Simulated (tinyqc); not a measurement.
Comparisons within one model: carrier statistics of a doped semiconductor with parabolic bands. A value that a table varies takes the place of the one given here.

Eg(T) = Eg0 - al T^2/(T + be); m_de = Mv^(2/3) (ml mt^2)^(1/3); m_dh = (mhh^(3/2) + mlh^(3/2))^(2/3); Nc and Nv from N = 2 (m kB T/(4 pi c))^(3/2) with c = hbar^2/2m0, in 1/angstrom^3; times 1e24 for 1/cm^3.

Energies are counted from Ev, so Ec = Eg. n = Nc F_1/2((EF - Eg)/kT), p = Nv F_1/2(-EF/kT), ND+ = ND/(1 + 2 exp((EF - Eg + ED)/kT)), NA- = NA/(1 + 4 exp((EA - EF)/kT)); neutrality asks p + ND+ = n + NA-. F_j(eta) = (1/Gamma(j + 1)) integral_0^infinity x^j dx/(1 + exp(x - eta)), which tends to exp(eta) for eta << 0.

Constants: hbar^2/2m0 = 3.80998211 eV angstrom^2; kB = 8.617333262e-05 eV/K.

Values chosen for the exercise (near those of GaN; not measured data):
- Eg0 = 3.461 eV (gap at 0 K)
- al = 0.000865 eV/K (Varshni alpha)
- be = 827 K (Varshni beta)
- ml = 0.196 m0 (longitudinal electron mass)
- mt = 0.196 m0 (transverse electron mass)
- Mv = 1 (equivalent valleys)
- mhh = 1.42 m0 (heavy-hole mass)
- mlh = 0.299 m0 (light-hole mass)
- ND = 4.4e+14 1/cm^3 (donors)
- NA = 8e+12 1/cm^3 (acceptors)
- ED = 0.0217 eV (donor level below Ec)
- EA = 0.175 eV (acceptor level above Ev)
- T = 300 K

## Temperature

Neutrality solved at each temperature; ni = sqrt(Nc Nv) exp(-Eg/2kT).

Carriers (1/cm^3):
```
T (K)  EF (eV)         n         p  majority / |ND - NA|        ni  Eg (eV)
30      3.4414  5.06e+13    <1e-99                 0.117    <1e-99   3.4601
50      3.4314  2.73e+14    <1e-99                 0.631    <1e-99   3.4585
77      3.4118  4.01e+14    <1e-99                 0.929  1.09e-95   3.4553
120     3.3738  4.27e+14    <1e-99                 0.987  1.01e-54   3.4478
200     3.2908  4.31e+14  3.01e-64                 0.997  3.60e-25   3.4273
300     3.1715  4.32e+14  2.45e-34                 0.999  3.25e-10   3.3919
450     2.9696  4.32e+14  4.72e-14                  1.00      4.51   3.3238
600     2.7482  4.32e+14   0.00109                  1.00  6.85e+05   3.2428
800     2.4316  4.32e+14  9.74e+04                  1.00  6.49e+09   3.1207
1000    2.0973  4.32e+14  7.63e+09                  1.00  1.82e+12   2.9875
```

What can be read from the table?

Ionisation is incomplete: the majority density is below 90 % of the net doping at 30 and 50 K, down to a share of 0.12. It is within 10 % of the net doping at 77, 120, 200, 300, 450, 600, 800 and 1000 K. The majority density never exceeds the net doping by 10 %; ni is 1.82e+12 1/cm^3 at 1000 K against a net doping of 4.32e+14. EF goes from 3.441 eV to 2.097 eV, where midgap is 1.494 eV and the intrinsic level (Boltzmann) 1.626 eV.

## Doping level

Only donors are present (NA = 0); eta is the distance of EF beyond the conduction edge in units of kT.

Neutral state:
```
ND (1/cm^3)  EF (eV)  majority (1/cm^3)  ionised share    eta
1.0e+14       3.1337           1.00e+14          1.000  -9.99
1.0e+15       3.1932           9.98e+14          0.998  -7.69
1.0e+16       3.2523           9.80e+15          0.980  -5.40
1.0e+17       3.3083           8.46e+16          0.846  -3.23
1.0e+18       3.3547           4.77e+17          0.477  -1.44
3.0e+18       3.3734           9.19e+17          0.306  -0.71
1.0e+19       3.3929           1.72e+18          0.172   0.04
3.0e+19       3.4106           2.85e+18          0.095   0.72
```

What does this show?

The impurity level lies at 3.3702 eV. The ionised share falls from 1.000 to 0.095 as EF passes through it between 1e+18 and 3e+18 1/cm^3 (share 1/3 there); it is below one half from 1e+18 1/cm^3 on. Over the last two rows the doping grows threefold and the majority density by a factor 1.66. EF comes within 3 kT of the majority band edge from 1e+18 1/cm^3 on. Above roughly 7e+17 1/cm^3 (N^(1/3) a = 0.26, with the radius a = sqrt(c/(m E)) from the ionisation energy E and the mass (ml mt^2)^(1/3)) the levels merge with the band and real ionisation is complete; sharp levels then overstate freeze-out.

## What each input does

Neutrality solved anew for each case. Each row changes one parameter from the base and keeps the others.

Results:
```
case                  EF (eV)  n (1/cm^3)  p (1/cm^3)
base                   3.1715    4.32e+14    2.45e-34
T = 340 K              3.1200    4.32e+14    3.18e-27
ND = 2.2e+14 1/cm^3    3.1531    2.12e+14    4.99e-34
NA = 1.04e+13 1/cm^3   3.1714    4.29e+14    2.46e-34
Eg0 = 3.511 eV         3.2215    4.32e+14    3.54e-35
mt = 0.2352 m0         3.1668    4.32e+14    2.94e-34
mhh = 1.704 m0         3.1715    4.32e+14    3.15e-34
ED = 0.0326 eV         3.1715    4.31e+14    2.45e-34
```

How do the results move?

The largest shifts from the base row, up to three for each result and ties (the steps differ in size, so this ranks the rows, not the parameters). EF (eV): T -0.0515, Eg0 +0.0500, ND -0.0184; unchanged at the printed digits by mhh and ED. n (1/cm^3): ND -2.20e+14, NA -2.40e+12, ED -2.11e+11; unchanged at the printed digits by T, Eg0, mt and mhh. p (1/cm^3): T +3.18e-27, ND +2.54e-34, Eg0 -2.10e-34; unchanged at the printed digits by ED.

Program tinyqc; command `OMP_NUM_THREADS=1 python tinyqc.py 1680434 1680435 out.jsonl`; about 0.01 s on one thread of a shared Intel(R) Xeon(R) Processor @ 2.30GHz.
